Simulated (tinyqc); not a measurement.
Planar metal-insulator-metal capacitor: capacitance, non-linearity, leakage and relaxation: one step of the calculation.

A film between two metal electrodes, each interface adding a series capacitance ci. The small-signal permittivity is ek (1 + aq E^2); the field is found with the linear permittivity. Leakage J = J0 sinh(E/Ef). After a voltage step the film passes a relaxation current kr C V tt^(-nr), tt being the time in seconds.

Problem. Planar capacitance, field and non-linearity. Planar film: Cf = eps0 ek/t, 1/C = 1/Cf + 2/ci, EOT = 3.9 eps0/C, effective permittivity C t/eps0, E = (V/t) C/Cf; quadratic coefficient [C(V)/C - 1]/V^2 with Cf (1 + aq E^2) in C(V).

Inputs (values chosen for the exercise); permittivity of the order of that of hafnium oxide:
```
symbol   value       unit                                                             meaning
ek        19.2                                              relative permittivity of the film
t           14         nm                                                      film thickness
ci         170    uF/cm^2  capacitance of each electrode interface (dead layer and screening)
aq      0.0097  cm^2/MV^2                     quadratic field coefficient of the permittivity
V            1          V                                                                bias
J0       1e-11     A/cm^2                                                   leakage prefactor
Ef        0.35      MV/cm                             field for an e-fold rise of the leakage
```

Constants: eps0 = 8.8541878128e-14 F/cm where lengths are in cm. Results are converted to the units shown.

Find: Cf; C; EOT; effective permittivity; E; quadratic coefficient; J.

Solution.

Cf = 1.2143 uF/cm^2
C = 1.1972 uF/cm^2
EOT = 2.8844 nm
effective permittivity = 18.930
E = 0.70423 MV/cm
quadratic coefficient = 4742.5 ppm/V^2
J = 3.6725e-11 A/cm^2

The interfaces take 1.41 % of the voltage.

Numbers from tinyqc (`OMP_NUM_THREADS=1 python tinyqc.py 2102181 2102182 out.jsonl`; about 0.01 s on one thread of a shared Intel Xeon 2.30GHz).
